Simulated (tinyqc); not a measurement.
Worked calculation: power iteration on a symmetric matrix. Computed by tinyqc, a small Python program that keeps every step. Settings: method = power, shift = 1.11. Command: `OMP_NUM_THREADS=1 python tinyqc.py 23295 23296 out.jsonl` (the two numbers bound the seeds that draw the settings). One thread of a shared host (Intel(R) Xeon(R) Processor @ 2.60GHz), about 0.01 s of CPU time with the checks.

## Step 1

A:
```
[[2.426000, 0.007000, -0.270000, -0.125000],
 [0.007000, 2.563000, -0.222000, -0.039000],
 [-0.270000, -0.222000, 2.782000, 0.330000],
 [-0.125000, -0.039000, 0.330000, 3.231000]]
```

vector v at the start: [0.500000, 0.500000, 0.500000, 0.500000]

shift = 1.110000

w = (A - shift) v; v' = w/|w| with its largest component positive (the first on a tie); lambda = v'^T A v'.

vector after step 1: [0.296299, 0.382826, 0.482124, 0.730211]

Rayleigh quotient after step 1 = 2.957019

## Step 2

As before.

vector after step 2: [0.088644, 0.218976, 0.456841, 0.857606]

Rayleigh quotient after step 2 = 3.257850

## Course of the iteration

Stop when the residual |A v - lambda v| is below 1e-9.

Steps:
```
step      lambda  residual
1     2.95701877  5.63e-01
2     3.25785036  4.31e-01
3     3.39793844  2.73e-01
4     3.45027628  1.69e-01
5     3.47011699  1.08e-01
6     3.47832275  7.19e-02
7     3.48199184  4.92e-02
8     3.48371574  3.41e-02
9     3.48454784  2.38e-02
10    3.48495501  1.67e-02
11    3.48515561  1.18e-02
12    3.48525477  8.27e-03
13    3.48530388  5.82e-03
14    3.48532821  4.10e-03
15    3.48534028  2.89e-03
16    3.48534627  2.03e-03
17    3.48534924  1.43e-03
18    3.48535071  1.01e-03
19    3.48535144  7.11e-04
20    3.48535181  5.01e-04
21    3.48535199  3.53e-04
22    3.48535208  2.49e-04
23    3.48535212  1.75e-04
24    3.48535214  1.23e-04
25    3.48535215  8.69e-05
26    3.48535216  6.12e-05
27    3.48535216  4.31e-05
28    3.48535216  3.04e-05
29    3.48535216  2.14e-05
30    3.48535216  1.51e-05
```

all eigenvalues, for comparison: [2.237939, 2.495386, 2.783323, 3.485352]

Not converged in 30 steps: the residual falls only by the ratio of the two largest distances of eigenvalues from the shift, 0.70 a step.
